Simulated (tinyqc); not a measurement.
From results to parameters: minimal-basis H2. Computed by the program tinyqc with PySCF.

Problem. For two electrons in the two orbitals of minimal-basis H2, the CIS energies are e2 - e1 - J12 + 2 K12 and e2 - e1 - J12, and E_corr = D - sqrt(D^2 + K12^2) with 2D the energy of the double excitation. Find J12, K12, D, the MP2 energy and the weight of the double excitation.

orbital gap e2 - e1 = 0.29855938 hartree
CIS singlet and triplet energies (hartree): 0.346486  -0.202769
FCI correlation energy = -0.21107298 hartree

Solution. Half the singlet-triplet splitting is K12, the gap less the triplet energy is J12, D = (E_corr^2 - K12^2)/(2 E_corr), MP2 is -K12^2/(2 gap), and the weight is c^2/(1 + c^2) with c = E_corr/K12.

J12, K12, D (hartree): 0.5013  0.2746  0.0731
MP2 correlation energy = -0.12631 hartree
weight of the double excitation = 0.371
